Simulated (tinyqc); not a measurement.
Inside a calculation. Method: Pariser-Parr-Pople SCF with singles CI, for the molecule O=c1cccccc1 (SMILES; centres numbered as the heavy atoms are written). One step of it, computed by the program tinyqc.

Question. Iteration 1: orbitals and new P. Diagonalise F (the basis is taken as orthonormal) and form P = 2 sum c c over the lowest orbitals.

F (eV), lower triangle:
```
           1O         2C         3C         4C         5C         6C         7C         8C
1O  -4.276954
2C  -3.497510  -4.091335
3C   0.522184  -3.728467  -5.698710
4C   0.143670  -0.106904  -3.911915  -7.257320
5C  -0.187993   0.348895  -0.320719  -3.709235  -8.130418
6C  -0.187993   0.348895   0.278407  -0.468437  -3.803284  -8.130418
7C   0.143670  -0.106904   0.418415   0.143380  -0.468437  -3.709235  -7.257320
8C   0.522184  -3.728467  -0.011763   0.418415   0.278407  -0.320719  -3.911915  -5.698710
```

pi electrons, sum of z_r less the charge = 8

Give: orbital energies; P after iteration 1.

Answer.

orbital energies (eV): -14.834  -12.069  -11.198  -6.464  -4.270  -3.005  -1.075  2.375

P after iteration 1, lower triangle:
```
        1O      2C      3C      4C      5C     6C     7C     8C
1O   1.133
2C   0.764   0.996
3C  -0.079   0.451   0.852
4C  -0.373  -0.007   0.766   1.072
5C   0.232  -0.069   0.062   0.508   1.011
6C   0.232  -0.069  -0.331  -0.035   0.754  1.011
7C  -0.373  -0.007  -0.061  -0.073  -0.035  0.508  1.072
8C  -0.079   0.451   0.254  -0.061  -0.331  0.062  0.766  0.852
```
